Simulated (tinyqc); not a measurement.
Inside a calculation. Model: defect equilibria of an oxide against oxygen pressure (mass action). Computed by tinyqc, a small Python program that keeps every step. Command: `OMP_NUM_THREADS=1 python tinyqc.py 3024810 3024811 out.jsonl brouwer walk`. One thread of a shared host (Intel(R) Xeon(R) Processor @ 2.30GHz), about 0.01 s of CPU time with the checks. Intermediate numbers are printed to about 5 digits and carried at full precision; extremes and crossings named in words are read from the listed rows.

Defects: oxygen vacancies V (charge +2), electrons n, holes p, the ionic partner X = O_i'' (charge -2). Activities are taken equal to concentrations.

Inputs (values chosen for the exercise, for a model oxide):

| quantity | value | unit |
|---|---|---|
| reduction enthalpy H_r | 4.29 | eV |
| prefactor K_r0 | 3e+67 | cm^-9 atm^(1/2) |
| gap E_g | 2.44 | eV |
| prefactor N_c N_v | 3.2e+40 | cm^-6 |
| disorder enthalpy H_s | 2.92 | eV |
| prefactor K_s0 | 1.1e+45 | cm^-6 |
| dopant density N_d | 0 | cm^-3 |
| temperature T | 1100 | K |
| oxygen pressure P | 9e-11 | atm |
| electron mobility mu_n | 0.59 | cm^2/(V s) |
| hole mobility mu_p | 0.11 | cm^2/(V s) |
| vacancy diffusion prefactor D_0 | 0.0063 | cm^2/s |
| vacancy migration energy E_m | 0.79 | eV |

Ionic disorder: anion Frenkel. Dopant (singly charged, fully ionised): none.

Constants: k_B = 8.617333262e-05 eV/K; e = 1.602176634e-19 C.

## Equilibrium constants

K_r = K_r0 exp(-H_r/k_B T) = [V] n^2 P^(1/2); K_i = N_c N_v exp(-E_g/k_B T) = n p; K_s = K_s0 exp(-H_s/k_B T) = [X] [V].

K_r = 6.6372e+47 cm^-9 atm^(1/2)

K_i = 2.1184e+29 cm^-6

K_s = 4.6033e+31 cm^-6

## Trial electron densities

Neutrality: 2 [V] + p = n + 2 [X]. With n as the unknown, [V] = K_r/(n^2 P^(1/2)), p = K_i/n, [X] = K_s/[V]; the log ratio is ln(positive/negative).

Densities (cm^-3):

| n | [V] | p | [X] | log ratio |
|---|---|---|---|---|
| 1.00e+16 | 6.9962e+20 | 2.1184e+13 | 6.5797e+10 | 11.849 |
| 1.00e+17 | 6.9962e+18 | 2.1184e+12 | 6.5797e+12 | 4.941 |
| 1.00e+18 | 6.9962e+16 | 2.1184e+11 | 6.5797e+14 | -1.968 |
| 1.00e+19 | 6.9962e+14 | 2.1184e+10 | 6.5797e+16 | -8.887 |
| 1.00e+20 | 6.9962e+12 | 2.1184e+09 | 6.5797e+18 | -15.906 |

## Solution at the given pressure

The root is found by 60 bisections in ln n between n = 1e-10 and 1e25 cm^-3.

n = 5.1904e+17 cm^-3

[V] = 2.5970e+17 cm^-3

p = 4.0814e+11 cm^-3

[X] = 1.7726e+14 cm^-3

The largest terms give the Brouwer balance 2 [V] = n; the smaller of the two terms is 100 % of the total charge of one sign.

## Conductivities

sigma_n = e n mu_n, sigma_p = e p mu_p, sigma_ion = 2 e [V] mu_V with mu_V = 2 e D/(k_B T) and D = D_0 exp(-E_m/k_B T); only the oxygen vacancies carry ionic current, and the ionic transport number is sigma_ion over the total.

sigma_n = 0.049064 S/cm

sigma_p = 7.1930e-09 S/cm

sigma_ion = 2.6566e-06 S/cm

total conductivity = 0.049067 S/cm

ionic transport number = 5.4144e-05

The conductor is mainly n-type electronic here.

## Brouwer diagram

The slope is d log n / d log P from this row and the one above; the last column names the largest term on each side. Pressures that give more than 3e21 cm^-3 are left out.

Log10 of the densities in cm^-3:

| log10 P (atm) | n | [V] | p | [X] | slope of n | balance |
|---|---|---|---|---|---|---|
| -32 | 21.374 | 21.073 | 7.952 | 10.590 | - | 2 [V] = n |
| -28 | 20.708 | 20.407 | 8.618 | 11.256 | -0.16667 | 2 [V] = n |
| -24 | 20.041 | 19.740 | 9.285 | 11.923 | -0.16667 | 2 [V] = n |
| -20 | 19.374 | 19.073 | 9.952 | 12.590 | -0.16667 | 2 [V] = n |
| -16 | 18.708 | 18.407 | 10.618 | 13.256 | -0.16667 | 2 [V] = n |
| -12 | 18.041 | 17.740 | 11.285 | 13.923 | -0.16667 | 2 [V] = n |
| -8 | 17.374 | 17.074 | 11.952 | 14.589 | -0.16678 | 2 [V] = n |
| -4 | 16.698 | 16.426 | 12.628 | 15.237 | -0.16897 | 2 [V] = n |
| 0 | 15.929 | 15.965 | 13.397 | 15.698 | -0.19235 | 2 [V] = 2 [X] |

Regimes: 2 [V] = n from log P = -32 to -4, where that balance predicts a slope of -1/6 and the table comes as close as -0.167; 2 [V] = 2 [X] at log P = 0 alone (slope -1/4 deep inside that regime). Rows with n or p near or above sqrt(N_c N_v) are degenerate, and n p = K_i is then only nominal.

## Conductivity against oxygen pressure

The formulas are those given above.

Log10 of the conductivities in S/cm:

| log10 P (atm) | n-type | p-type | ionic | total | ionic transport number |
|---|---|---|---|---|---|
| -28 | 1.6832 | -11.136 | -2.5835 | 1.6833 | 5.4107e-05 |
| -24 | 1.0166 | -10.469 | -3.2502 | 1.0166 | 5.4107e-05 |
| -20 | 0.3499 | -9.802 | -3.9168 | 0.3499 | 5.4107e-05 |
| -16 | -0.3168 | -9.136 | -4.5835 | -0.3167 | 5.4107e-05 |
| -12 | -0.9835 | -8.469 | -5.2501 | -0.9834 | 5.4115e-05 |
| -8 | -1.6506 | -7.802 | -5.9159 | -1.6505 | 5.4284e-05 |
| -4 | -2.3264 | -7.126 | -6.5641 | -2.3264 | 5.7845e-05 |
| 0 | -3.0958 | -6.356 | -7.0253 | -3.0956 | 1.1755e-04 |

The ionic transport number stays at or below about 1.2e-4: no electrolytic window. The total has no minimum inside this range.

Checks made by the program: the three mass-action laws (relative difference below 1e-10).
